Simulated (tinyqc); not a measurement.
Strained L valleys, repopulation and conductivity mass: two steps of the calculation.

A cubic crystal with four conduction valleys along the <111> axes under uniaxial stress X along [110] (X > 0 is tension); current along [110]. Non-degenerate electrons, fixed total density, one relaxation time for all valleys and stresses, masses unchanged by strain, so the mobility goes as the mean inverse mass.

Parameters, values chosen for the exercise; values close to those of germanium:
- T = 250 K (temperature)
- Xu = 16.7 eV (shear deformation potential)
- ml = 1.58 m0 (longitudinal mass)
- mt = 0.0847 m0 (transverse mass)

Constants: q = 1.602176634e-19 C, kB = 1.380649e-23 J/K, Vt = kB T/q. Results are converted to the units shown.

Question 1. Valley shifts and shares. Valley shift dE = Xu (n.e.n - trace(e)/3) with n the valley axis; share f proportional to exp(-dE/Vt).

strain (%):
```
	x	y	z
x	0.057800000	0.065450000	0.000000000
y	0.065450000	0.057800000	0.000000000
z	0.000000000	0.000000000	-0.044880000
```

Give: dE; share f.

Answer 1.

```
valley	dE (meV)	share f
[111]	7.2868	0.16852
[-111]	-7.2868	0.33148
[1-11]	-7.2868	0.33148
[11-1]	7.2868	0.16852
```

The splitting is 14.6 meV, 0.68 Vt.

Question 2. Conductivity mass and mobility. Inverse mass along the current d = [110]: (n.d)^2/ml + (1 - (n.d)^2)/mt; mu/mu0 = sum f (1/m) over the plain mean of 1/m.

share f, valley [111] to [11-1]: 0.16852421  0.33147579  0.33147579  0.16852421

Find: 1/m along d; conductivity mass; unstrained value; mu/mu0.

Answer 2.

1/m along d, valley [111] to [11-1] (1/m0): 4.3574  11.806  11.806  4.3574
conductivity mass = 0.10758 m0
unstrained value = 0.12373 m0
mu/mu0 = 1.1502

The possible range, all electrons in one kind of valley, is 0.539 to 1.46.

Computed by the program tinyqc: `OMP_NUM_THREADS=1 python tinyqc.py 2530160 2530161 out.jsonl`, one thread of a shared Intel Xeon 2.30GHz, about 0.01 s for the whole run.
